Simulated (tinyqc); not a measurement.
Growth of a silicide layer between metal and silicon: linear-parabolic kinetics, ramp anneals and Kissinger analysis. From one set of inputs to another, one input at a time. Computed by tinyqc, a small Python program. Command: `OMP_NUM_THREADS=1 python tinyqc.py 3022437 3022438 out.jsonl silicide ladder`. One thread of a shared host (Intel(R) Xeon(R) Processor @ 2.30GHz), about 0.2 s of CPU time with the checks.

One compound layer of thickness x grows by diffusion through itself and reaction at an interface, dx/dt = 1/(2x/K + 1/v), until the metal is used up at x = a h.

The inputs printed are set A. Set A is modelled on CoSi; the values taken over come from a set modelled on TiSi2. Inputs not listed in the table keep their values of set A, so the rows need not describe a real material.

Inputs (values chosen for the exercise, modelled on CoSi):
```
quantity                                 value    unit
metal thickness h                           39      nm
silicide formed per metal thickness a     2.02       -
prefactor of the parabolic constant K  1.6e+13  nm^2/s
activation energy E of K                  1.83      eV
prefactor of the interface velocity v  9.4e+13    nm/s
activation energy E_v                     2.01      eV
temperature T                              435       C
time t                                     880       s
ramp rate beta                              10     C/s
```

Constants: k_B = 8.617333262e-05 eV/K.

Method:
- The silicide ends at the thickness a h.
- K = K0 exp(-E/(k_B T)), v = v0 exp(-E_v/(k_B T)).
- Temperatures in kelvin are T(C) + 273.15.
- x^2/K + x/v = t, so x = (K/(2v)) [sqrt(1 + 4 v^2 t/K) - 1], capped at a h; completion time t_c = (a h)^2/K + a h/v, a h being the final thickness; crossover thickness K/v.
- Ramp from x = 0 at 100 C at the rate beta: dx/dT = (1/beta)/(2x/K + 1/v), integrated adaptively (tolerance 1e-9) until x = a h at T_f.

Each row keeps all changes above it:
```
input moved                                                                                from             to  completion temperature T_f (C)  thickness at time t (nm)  crossover thickness (nm)
set A                                                                                         -              -                          651.83                    34.920                3.2510e+00
temperature T (C)                                                                           435            655                          651.83                    78.780                1.6158e+00
prefactor of the interface velocity v (nm/s) and activation energy E_v (eV)       9.4e+13, 2.01  4.9e+10, 1.89                          742.33                    78.780                6.9138e+02
time t (s)                                                                                  880            6.9                          742.33                    18.003                6.9138e+02
prefactor of the parabolic constant K (nm^2/s) and activation energy E of K (eV)  1.6e+13, 1.83  1.9e+10, 1.72                          917.93                     6.290                3.2482e+00
metal thickness h (nm)                                                                       39             41                          924.24                     6.290                3.2482e+00
```

Completion temperature T_f goes from 652 to 924, a factor 1.42 in all. The largest single move comes from prefactor of the parabolic constant K with activation energy E of K (a factor 1.24). Thickness at time t goes from 34.9 to 6.29, a factor 0.180 in all. The largest single move comes from time t (a factor 0.229), and temperature T works against it (a factor 2.26). crossover thickness ends near its start, 3.25; the largest single move comes from prefactor of the interface velocity v (a factor 428). The single moves hold for this order of the switches; the total does not depend on the order.

Extremes, crossings and ranges named in words are read from the listed rows.
